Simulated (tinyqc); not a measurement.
Reverse leakage of an n+-p junction: diffusion, generation, trap-assisted and band-to-band tunnelling: two steps of the calculation.

One-sided abrupt junction in the depletion approximation, x from the junction (0) to W on the p side, field F = F0 (1 - x/W). Flat quasi-Fermi levels, long p side. Traps generate through SRH with both lifetimes shortened by 1 + Gamma (Hurkx enhancement, form for moderate fields); band-to-band generation is local and needs a total bending above Eg.

Inputs (values chosen for the exercise); band and dielectric values close to those of silicon:
```
symbol    value                 unit                                             meaning
T           350                    K                                         temperature
Eg         1.11                   eV                                            band gap
eps_r      11.9                                                    relative permittivity
Nc      3.45e19                cm^-3              conduction-band density of states at T
Nv      3.39e19                cm^-3                 valence-band density of states at T
Na       1.7e17                cm^-3                acceptor density of the lighter side
Nd         1e20                cm^-3                   donor density of the heavier side
tau        4e-7                    s         SRH lifetime of both carriers at zero field
Et        -0.14                   eV                trap level above the intrinsic level
mt         0.27                   m0                                     tunnelling mass
Dn          6.5               cm^2/s  electron diffusion coefficient on the lighter side
Ab       4.3e14  cm^-0.5 V^-2.5 s^-1                              band-to-band prefactor
Bb       1.91e7                 V/cm                         band-to-band field constant
VR          2.2                    V                                        reverse bias
```

Constants: q = 1.602176634e-19 C, kB = 1.380649e-23 J/K, hbar = 1.054571817e-34 J s, m0 = 9.1093837015e-31 kg, Vt = kB T/q, eps0 = 8.8541878128e-14 F/cm where lengths are in cm. Results are converted to the units shown.

Problem 1. Field, scales and diffusion current. ni = sqrt(Nc Nv) exp(-Eg/(2 Vt)), Eg in volts; Vbi = Vt ln(Na Nd/ni^2); W = sqrt(2 eps0 eps_r (Vbi + VR)/(q Na)); F0 = 2 (Vbi + VR)/W; FG = sqrt(24 mt m0 (kB T)^3)/(q hbar); J_diff = q ni^2 sqrt(Dn/tau)(1 - exp(-VR/Vt))/Na.

Wanted: ni; Vbi; W; F0; FG; J_diff.

Solution 1.

ni = 3.486e11 cm^-3
Vbi = 0.9824 V
W = 156.9 nm
F0 = 405.6 kV/cm
FG = 483.0 kV/cm
J_diff = 4.618e-10 A/cm^2

Problem 2. Generation rates across the layer. u = (Vbi + VR)(1 - x/W)^2, p = Na exp(-u/Vt), n = Nd exp((u - Vbi - VR)/Vt); G0 = ni^2 (1 - exp(-VR/Vt))/(tau (n + p + 2 ni cosh(Et/Vt))); Gamma = 2 sqrt(3 pi)(F/FG) exp((F/FG)^2); trap-assisted part G0 Gamma; G_bb = Ab F^2.5 exp(-Bb/F) with F in V/cm, zero unless Vbi + VR > Eg. 13 equal steps.

ni = 3.4862709e11 cm^-3
Vbi = 0.98238536 V
W = 156.91323 nm
F0 = 405.62358 kV/cm
FG = 483.02814 kV/cm

Find: x; F; Gamma; G0; G0 Gamma; G_bb.

Solution 2.

```
point  x (nm)  F (kV/cm)    Gamma  G0 (cm^-3 s^-1)  G0 Gamma (cm^-3 s^-1)  G_bb (1e8 cm^-3 s^-1)
0        0.00     405.62   10.437         3.0385e9              3.1713e10                 1.5985
1       12.07     374.42   8.6797        5.7536e15              4.9940e16                 0.0259
2       24.14     343.22   7.2283        8.4014e15              6.0728e16                 0.0002
3       36.21     312.02   6.0199        8.4014e15              5.0575e16                 0.0000
4       48.28     280.82   5.0050        8.4014e15              4.2049e16                 0.0000
5       60.35     249.61   4.1442        8.4014e15              3.4817e16                 0.0000
6       72.42     218.41   3.4062        8.4014e15              2.8617e16                 0.0000
7       84.49     187.21   2.7654        8.4014e15              2.3233e16                 0.0000
8       96.56     156.01   2.2011        8.3948e15              1.8478e16                 0.0000
9      108.63     124.81   1.6960        6.9110e15              1.1721e16                 0.0000
10     120.70      93.61   1.2354        4.6539e14              5.7493e14                 0.0000
11     132.77      62.40  0.80659        2.1662e13              1.7472e13                 0.0000
12     144.84      31.20  0.39828        3.3357e12              1.3285e12                 0.0000
13     156.91       0.00        0        1.7870e12                      0                 0.0000
```

Range of the model: The n+ side is degenerate, so Vbi from Boltzmann statistics is only a guide.

tinyqc, about 0.01 s, one thread, Intel Xeon 2.30GHz (shared host): `OMP_NUM_THREADS=1 python tinyqc.py 2290072 2290073 out.jsonl`
